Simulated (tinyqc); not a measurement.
Absorption spectrum: gated graphene: carriers, quantum capacitance and optical conductivity.

Conductivity over sigma0 = e^2/(4 hbar): interband Re = sinh(E/2kT)/(cosh(mu/kT) + cosh(E/2kT)); intraband Re = (8 kT/pi) ln(2 cosh(mu/2kT)) Gm/(E^2 + Gm^2). A free sheet absorbs about pi alpha_f Re(sigma/sigma0), alpha_f the fine-structure constant (alpha among the constants).

Constants: kB = 8.617333262e-05 eV/K; fine-structure constant alpha = 0.007297352564.

Values chosen for the exercise (out of a larger set: Fermi velocity near that of graphene, gate dielectric near hBN; not measured data): T = 300 K; Gm = 10 meV (intraband damping).

mu = -0.15726 eV

Results:
```
E (eV)  interband  intraband  absorption (%)
0.031      0.0029     1.8886           4.336
0.063      0.0070     0.4925           1.145
0.110      0.0185     0.1642           0.419
0.157      0.0453     0.0810           0.289
0.220      0.1384     0.0413           0.412
0.267      0.2851     0.0281           0.718
0.315      0.5023     0.0202           1.198
0.362      0.7147     0.0153           1.673
0.409      0.8614     0.0120           2.002
0.503      0.9746     0.0079           2.252
0.629      0.9977     0.0051           2.299
0.944      1.0000     0.0022           2.298
```

The edge lies at 2|mu| = 0.315 eV and, for |mu| above about 3 kT (here 6.1), rises from 10 % to 90 % over about 8.8 kT = 0.227 eV. The absorption is lowest, 0.289 %, at 0.157 eV of those listed, between the Drude tail and the edge; at the last row it is 2.298 % against pi alpha_f = 2.293 %. The thin-sheet formula fails where the absorption is large, and trigonal warping matters above about 1.5 eV.

Computed by tinyqc, a small Python program: `OMP_NUM_THREADS=1 python tinyqc.py 1652135 1652136 out.jsonl` (the numbers bound the seed that draws the inputs); one thread of a shared host (Intel(R) Xeon(R) Processor @ 2.30GHz), about 0.01 s for the whole set of steps.
